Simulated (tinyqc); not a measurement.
Minority carriers and saturation current of a heavily doped emitter: approximations to the Fermi level.

n-type, parabolic bands, full ionisation. eta = (EF - Ec)/kB T solves N = Nc F12(eta), F12(x) = (2/sqrt(pi)) int_0^infinity sqrt(u)/(1 + exp(u - x)) du. The gap shrinks rigidly by dEg = E1 [ln(N/N0) + sqrt(ln^2(N/N0) + 0.5)], an empirical law that is here taken as the true narrowing.

With u = N/Nc: Boltzmann ln u; Joyce-Dixon ln u + 0.353553 u - 4.95009e-3 u^2 + 1.48386e-4 u^3 - 4.42563e-6 u^4; degenerate limit (3 sqrt(pi) u/4)^(2/3). The Einstein ratio is D/(mu Vt) = F12/Fm, Fm(x) = dF12/dx = (1/sqrt(pi)) int_0^infinity u^(-1/2)/(1 + exp(u - x)) du.

Values chosen for this exercise:
- Nc = 1.78e19 cm^-3 (conduction-band density of states at 250 K)

Result of one run:

| N/Nc | eta | Boltzmann | Joyce-Dixon | degenerate | D/(mu Vt) |
|---|---|---|---|---|---|
| 2.809 | 1.990 | 1.033 | 1.990 | 2.407 | 1.924 |

Which ionised donor density N gave this result: 4e18, 9.3e18, 5e19 or 6.3e20 cm^-3?

N = 5e19 cm^-3.

The whole series:

| N (cm^-3) | N/Nc | eta | Boltzmann | Joyce-Dixon | degenerate | D/(mu Vt) |
|---|---|---|---|---|---|---|
| 7.4e17 | 0.04157 | -3.166 | -3.180 | -3.166 | 0.1451 | 1.015 |
| 1.7e18 | 0.09551 | -2.315 | -2.349 | -2.315 | 0.2526 | 1.034 |
| 4e18 | 0.2247 | -1.414 | -1.493 | -1.414 | 0.4469 | 1.079 |
| 9.3e18 | 0.5225 | -0.4658 | -0.6492 | -0.4658 | 0.7843 | 1.182 |
| 2.2e19 | 1.236 | 0.6415 | 0.2118 | 0.6415 | 1.392 | 1.423 |
| 5e19 | 2.809 | 1.990 | 1.033 | 1.990 | 2.407 | 1.924 |
| 1.2e20 | 6.742 | 4.104 | 1.908 | 4.103 | 4.315 | 3.040 |
| 2.7e20 | 15.17 | 7.294 | 2.719 | 7.227 | 7.408 | 5.021 |
| 6.3e20 | 35.39 | 12.97 | 3.567 | 9.513 | 13.03 | 8.732 |

Boltzmann is within 0.1 of eta up to N/Nc = 0.22, Joyce-Dixon within 0.01 up to 6.7, and the degenerate limit is off by 0.064 in the last row. The Einstein ratio rises from 1.01 to 8.73: degenerate carriers diffuse faster for the same mobility.

Range of the model: Band tails, non-parabolic bands and incomplete ionisation are left out.

Numbers from tinyqc (`OMP_NUM_THREADS=1 python tinyqc.py 2330115 2330116 out.jsonl`; about 0.01 s on one thread of a shared Intel Xeon 2.30GHz).
